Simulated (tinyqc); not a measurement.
# Pillar capacitor in an array: capacitance, non-linearity, leakage and relaxation: effects of single changes

A film between two metal electrodes, each interface adding a series capacitance ci. The small-signal permittivity is ek (1 + aq E^2); the field is found with the linear permittivity. Leakage J = J0 sinh(E/Ef). After a voltage step the film passes a relaxation current kr C V tt^(-nr), tt being the time in seconds. The sidewall is a coaxial capacitor with radii a = dm/2 and b = dm/2 + t, depth AR dm; the end face is left out.

Values chosen for this exercise; permittivity of the order of that of hafnium oxide:
```
symbol    value       unit                                                             meaning
ek         19.9                                              relative permittivity of the film
t           8.2         nm                                                      film thickness
ci          270    uF/cm^2  capacitance of each electrode interface (dead layer and screening)
aq       0.0097  cm^2/MV^2                     quadratic field coefficient of the permittivity
V           2.4          V                                                                bias
nr        0.967                                             exponent of the relaxation current
kr      0.00042                                                     strength of the relaxation
J0      7.8e-11     A/cm^2                                                   leakage prefactor
Ef         0.45      MV/cm                             field for an e-fold rise of the leakage
AR           20                                              aspect ratio, depth over diameter
pt          140         nm                                           pitch of the square array
rho         300    uohm cm                                  resistivity of the inner electrode
t0         1e-8          s                                         duration of the write pulse
```

Constants: eps0 = 8.8541878128e-14 F/cm where lengths are in cm. Results are converted to the units shown.

Each table varies one quantity; the others keep the values above.

## Capacitance, non-linearity and leakage against thickness

Planar film: Cf = eps0 ek/t, 1/C = 1/Cf + 2/ci, EOT = 3.9 eps0/C, effective permittivity C t/eps0, E = (V/t) C/Cf; quadratic coefficient [C(V)/C - 1]/V^2 with Cf (1 + aq E^2) in C(V).

Results:

| t (nm) | C (uF/cm^2) | EOT (nm) | effective permittivity | E (MV/cm) | quadratic coefficient (ppm/V^2) | J (A/cm^2) |
|---|---|---|---|---|---|---|
| 4.5 | 3.8052 | 0.90749 | 19.339 | 5.1830 | 43643 | 3.9190e-6 |
| 6.2 | 2.7833 | 1.2407 | 19.490 | 3.7912 | 23637 | 1.7779e-7 |
| 8.5 | 2.0416 | 1.6914 | 19.599 | 2.7808 | 12811 | 1.8829e-8 |
| 12 | 1.4525 | 2.3773 | 19.686 | 1.9785 | 6518.3 | 3.1654e-9 |
| 23 | 0.76176 | 4.5331 | 19.788 | 1.0376 | 1802.7 | 3.8735e-10 |
| 31 | 0.56600 | 6.1010 | 19.817 | 0.77095 | 996.70 | 2.0929e-10 |
| 43 | 0.40852 | 8.4527 | 19.840 | 0.55645 | 519.86 | 1.2298e-10 |
| 60 | 0.29303 | 11.784 | 19.857 | 0.39913 | 267.69 | 7.8617e-11 |

Estimate the missing row, t = 16 nm.

Computed row:

| t (nm) | C (uF/cm^2) | EOT (nm) | effective permittivity | E (MV/cm) | quadratic coefficient (ppm/V^2) | J (A/cm^2) |
|---|---|---|---|---|---|---|
| 16 | 1.0923 | 3.1613 | 19.739 | 1.4879 | 3697.2 | 1.0627e-9 |

With this row back in the table: C falls from 3.81 to 0.293 uF/cm^2 while the effective permittivity goes from 19.3 to 19.9 (ek = 19.9). EOT is a straight line in t with slope 3.9/ek = 0.196 and intercept 0.0256 nm. The quadratic coefficient goes as t^(-1.91) between the first two rows and t^(-1.99) between the last two (-2 without interfaces), and J falls by 4.70 decades.

## Cell against the diameter of the pillar

Per length 1/c = ln(b/a)/(2 pi eps0 ek) + (1/a + 1/b)/(2 pi ci); cell capacitance c AR dm; per footprint over pt^2; fields c V/(2 pi eps0 ek r) at r = a and b; resistance of the inner electrode rho AR dm/(pi a^2); time constant R C/3 of the distributed line. The pitch is scaled as pt dm/(57 nm).

Cell against the diameter of the pillar:

| dm (nm) | cell capacitance (fF) | per footprint (uF/cm^2) | field at a (MV/cm) | field at b (MV/cm) | R (kohm) | R C/3 (ps) |
|---|---|---|---|---|---|---|
| 21 | 0.7923 | 29.78 | 3.895 | 2.187 | 3.638 | 0.9608 |
| 29 | 1.409 | 27.78 | 3.633 | 2.321 | 2.634 | 1.238 |
| 38 | 2.308 | 26.49 | 3.464 | 2.420 | 2.010 | 1.546 |
| 51 | 3.986 | 25.40 | 3.322 | 2.514 | 1.498 | 1.990 |
| 68 | 6.859 | 24.59 | 3.215 | 2.591 | 1.123 | 2.568 |
| 92 | 12.22 | 23.94 | 3.131 | 2.657 | 0.8304 | 3.383 |
| 120 | 20.42 | 23.50 | 3.074 | 2.704 | 0.6366 | 4.332 |
| 160 | 35.74 | 23.14 | 3.026 | 2.745 | 0.4775 | 5.687 |

What does the table show?

As dm goes from 21 to 160, the cell capacitance rises from 0.792 to 35.7 fF, the capacitance per footprint falls from 29.8 to 23.1 uF/cm^2, the ratio of the two fields falls from 1.78 to 1.10 and R C/3 rises from 0.961 to 5.69 ps; the time constant goes as dm^(0.78) between the first two rows and dm^(0.95) between the last two.

## Charge lost after writing

Planar film: Cf = eps0 ek/t, 1/C = 1/Cf + 2/ci, EOT = 3.9 eps0/C, effective permittivity C t/eps0, E = (V/t) C/Cf. A capacitor written for t0 and then left open loses, as a share of C V, kr (tt^(1 - nr) - t0^(1 - nr))/(1 - nr) by relaxation and J tt/(C V) by leakage; both are taken as small, and rows far outside that range are left out.

The same in every row: leakage current (nA/cm^2) = 23.52.

Charge lost after writing:

| tt (s) | relaxation current (nA/cm^2) | loss by relaxation (%) | loss by leakage (%) | total loss (%) |
|---|---|---|---|---|
| 1e-6 | 1.351e6 | 0.1137 | 4.634e-7 | 0.1137 |
| 1e-5 | 1.458e5 | 0.1774 | 4.634e-6 | 0.1774 |
| 0.0001 | 1.573e4 | 0.2461 | 4.634e-5 | 0.2462 |
| 0.001 | 1697 | 0.3203 | 4.634e-4 | 0.3208 |
| 0.01 | 183.1 | 0.4003 | 0.004634 | 0.4049 |
| 0.1 | 19.76 | 0.4866 | 0.04634 | 0.5329 |
| 1 | 2.132 | 0.5797 | 0.4634 | 1.043 |
| 10 | 0.2300 | 0.6802 | 4.634 | 5.314 |

What does the comparison show?

The two currents are equal at tt = 0.0835 s. The loss by relaxation grows from 0.114 to 0.680 %, by 0.0637 points over the first decade and 0.100 over the last, while the loss by leakage grows tenfold a decade. Leakage is the larger loss for tt = 10 s. For tt = 10 the falling voltage would already cut the leakage, so the linear estimate overstates the loss.

Numbers from tinyqc (`OMP_NUM_THREADS=1 python tinyqc.py 2102191 2102192 out.jsonl`; about 0.01 s on one thread of a shared Intel Xeon 2.30GHz).
